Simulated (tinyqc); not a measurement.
Millisecond and nanosecond annealing: surface heating, thermal budget and solid-phase regrowth: one step, computed by the program tinyqc.

A square pulse heats the surface of a thick wafer with constant thermal properties; losses by radiation are neglected and silicon melts at 1414 C.

Question. Temperature in depth and time. Absorbed flux q = (1 - R) fluence/t_p; kappa = k/c. With f(z, t) = (2 q/k) sqrt(kappa t) ierfc(z/(2 sqrt(kappa t))), ierfc(x) = exp(-x^2)/sqrt(pi) - x erfc(x): T = T0 + f(z, t) during the pulse and T0 + f(z, t) - f(z, t - t_p) after it.

Inputs (values chosen for the exercise, modelled on hot silicon with phosphorus):
```
quantity,value,unit
incident fluence,8.18,J/cm^2
pulse length t_p,0.00011,s
reflectance R,0.51,-
thermal conductivity k,0.26,W/(cm K)
heat capacity per volume c,2.36,J/(cm^3 K)
preheat temperature T0,500,C
```

Source: scanned laser.

thermal length sqrt(kappa t_p) = 34.81184 um

Give: Temperature (C).

Answer.

Temperature (C):
```
t/t_p,surface,z = 0.5 thermal lengths,z = 1,z = 2
0.10,674,528.9,501.9,500.0
0.25,775,597.4,524.5,500.5
0.50,889,693.0,581.3,508.3
0.75,977,772.0,639.5,525.7
1.00,1051,840.6,694.8,549.0
1.10,903,837.0,714.0,559.4
1.50,785,765.2,714.4,595.7
2.00,728,718.2,691.2,613.6
4.00,648,644.9,637.2,610.6
10.00,589,588.7,587.0,580.4
```

One tenth of a pulse length after the end the surface has lost 147 C: cooling starts as sqrt(t - t_p), much faster than heating ends.
